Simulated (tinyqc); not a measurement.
Do the excited 1s states matter for ionisation? Model: valley-orbit splitting of a donor ground state, with strain. Computed by tinyqc, a small Python program. Command: `OMP_NUM_THREADS=1 python tinyqc.py 3000025 3000026 out.jsonl valleyorbit walk`. One thread of a shared host (Intel(R) Xeon(R) Processor @ 2.30GHz), about 0.01 s of CPU time with the checks.

The basis is the 1s envelope in each valley; energies are counted from the unstrained conduction-band edge. The strain is e_s (a a^T - 1/3) for the unit stress axis a, so valley j along n_j moves by Xi_u e_s w_j with w_j = (n_j.a)^2 - 1/3: +1/3 for [111] and [-1-11], -1/3 for the others.

Inputs (values chosen for the exercise, modelled on donors in germanium):
```
quantity                                    value   unit
single-valley binding energy E_0             9.89    meV
central-cell shift Lambda                    0.42    meV
coupling Delta_1                              1.1    meV
shear deformation potential Xi_u             15.7     eV
donor density N_D                         4.2e+14  cm^-3
density-of-states mass of one valley m_e     0.22    m_0
```

Valleys: four along <111>. Stress axis: [110].

Constants: k_B = 8.617333262e-05 eV/K; m_0 = 9.1093837015e-31 kg; k_B = 1.380649e-23 J/K; h = 6.62607015e-34 J s.

Method:
- By symmetry: E(A1) = E_0 + Lambda + 3 Delta_1 (one state), E(T2) = E_0 + Lambda - Delta_1 (three), as binding energies.
- H_jj = -(E_0 + Lambda) + Xi_u e_s w_j; H_jk = -Delta_1 between any two valleys.
- z = sum over levels of exp(-(E - E_ground)/k_B T), the ground-state share being 1/z; N_c = 2 (2 pi m_e k_B T/h^2)^(3/2) sum_j exp(-(shift_j - lowest shift)/k_B T); n1 = N_c/(2 z) exp(-binding/k_B T), binding = lowest shift - E_ground; without compensation n = 2 N_D/(1 + sqrt(1 + 4 N_D/n1)) (Boltzmann statistics; p and higher states left out).
- No strain here. The last two columns set z = 1, with the A1 depth, or use one level at E_0 with z equal to the number of valleys.

E(A1) = 13.61 meV

Ionised share:
```
T (K)       z  all 1s states  ground state alone  no splitting
7.9    1.0047     3.3004e-04          3.3081e-04    2.5389e-03
13.0   1.0591     2.3302e-02          2.3972e-02    6.1826e-02
20.0   1.2335     2.2299e-01          2.4425e-01    3.3665e-01
29.0   1.5158     6.2709e-01          6.9650e-01    7.1293e-01
39.0   1.8101     8.6541e-01          9.1659e-01    8.9487e-01
63.0   2.3339     9.7697e-01          9.8987e-01    9.7999e-01
110.0  2.8859     9.9561e-01          9.9847e-01    9.9589e-01
```

What does the comparison show, and why?

z grows from 1.005 to 2.89 of at most 4. Leaving out the excited states overstates the ionised share by up to 11.1 % (at 29.0 K); ignoring the splitting misses by a factor 7.69 at the lowest T and 1.00 at the highest.

Extremes, crossings and ranges named in words are read from the listed rows.
